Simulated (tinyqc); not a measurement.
Binary melting diagram from solution models of liquid and solid. Inputs raised by 10 %, one at a time. Computed by tinyqc, a small Python program. Command: `OMP_NUM_THREADS=1 python tinyqc.py 3007948 3007949 out.jsonl melt sens`. One thread of a shared host (Intel(R) Xeon(R) Processor @ 2.30GHz), about 0.01 s of CPU time with the checks.

x is the fraction of B. In a phase with interaction L: mu_A = G_A + R T ln(1 - x) + L x^2, mu_B = G_B + R T ln x + L (1 - x)^2. Melting: G(liquid) - G(solid) = H (1 - T/T_m) for each pure component.

Inputs (values chosen for the exercise, modelled on Si-Ge): melting point T_A = 1687 K; melting point T_B = 1211 K; heat of melting H_A = 49.8 kJ/mol; heat of melting H_B = 36.5 kJ/mol; liquid interaction L_L = 6.4 kJ/mol; solid interaction L_S = 3.6 kJ/mol; position of T, (T - T_A)/(T_B - T_A) = 0.29; dilute content c0 of B = 0.0032; growth number V delta/D = 0.13.

Diagram: complete solid solution (lens).

Constants: R = 8.314462618 J/(mol K).

Method:
- T = T_A + u (T_B - T_A). The ideal solution has k_A = exp(dG_A/(R T)) = (1 - xs)/(1 - xl) and k_B = exp(dG_B/(R T)) = xs/xl, so xl = (1 - k_A)/(k_B - k_A).
- Equal potentials: F_A = dG_A + R T ln[(1 - xl)/(1 - xs)] + L_L xl^2 - L_S xs^2 = 0, F_B = dG_B + R T ln(xl/xs) + L_L (1 - xl)^2 - L_S (1 - xs)^2 = 0. Newton steps from the ideal values with the exact Jacobian, halved if x would leave (0, 1); stop below 1e-12, residuals under 1e-7 shown as 0.
- At T_A, k0 = exp[(dG_B(T_A) + L_L - L_S)/(R T_A)]; van 't Hoff: m_L = -R T_A^2 (1 - k0)/H_A per unit fraction. Burton-Prim-Slichter: k_eff = k0/[k0 + (1 - k0) exp(-V delta/D)]. Freezing range of c0: |m_L| c0 |1 - k0|/k0.

Runs:
```
input moved                      from      to  liquidus xl  solidus xs  partition coefficient k0  liquidus slope m_L (K)
base run                            -       -      0.47924     0.20873                   0.43902                 -266.55
melting point T_A (K)            1687  1855.7      0.47187     0.16574                   0.34030                 -379.29
melting point T_B (K)            1211  1332.1      0.47704     0.27994                   0.61039                 -185.13
heat of melting H_A (kJ/mol)     49.8   54.78      0.50877     0.21934                   0.43902                 -242.32
heat of melting H_B (kJ/mol)     36.5   40.15      0.46038     0.18514                   0.39633                 -286.83
liquid interaction L_L (kJ/mol)   6.4    7.04      0.49412     0.21711                   0.45951                 -256.81
solid interaction L_S (kJ/mol)    3.6    3.96      0.47365     0.20270                   0.42789                 -271.84
```

Exponents ln(y'/y) / ln(x'/x):
```
input                   liquidus xl  solidus xs  partition coefficient k0  liquidus slope m_L
melting point T_A            -0.163      -2.420                    -2.672               3.701
melting point T_B            -0.048       3.080                     3.458              -3.825
heat of melting H_A           0.627       0.520                     0.000              -1.000
heat of melting H_B          -0.421      -1.258                    -1.073               0.769
liquid interaction L_L        0.321       0.413                     0.479              -0.391
solid interaction L_S        -0.123      -0.307                    -0.269               0.206
```

To which inputs is each result most sensitive?

Among the inputs moved here: liquidus xl answers most in size to heat of melting H_A (exponent +0.627), next to heat of melting H_B (-0.421). Solidus xs answers most in size to melting point T_B (exponent +3.080), next to melting point T_A (-2.420). Partition coefficient k0 answers most in size to melting point T_B (exponent +3.458), next to melting point T_A (-2.672); its exponent is below 0.0005 for heat of melting H_A. liquidus slope m_L answers most in size to melting point T_B (exponent -3.825), next to melting point T_A (+3.701). Its exponent -1.000 in heat of melting H_A: van 't Hoff's slope goes as 1/H_A.
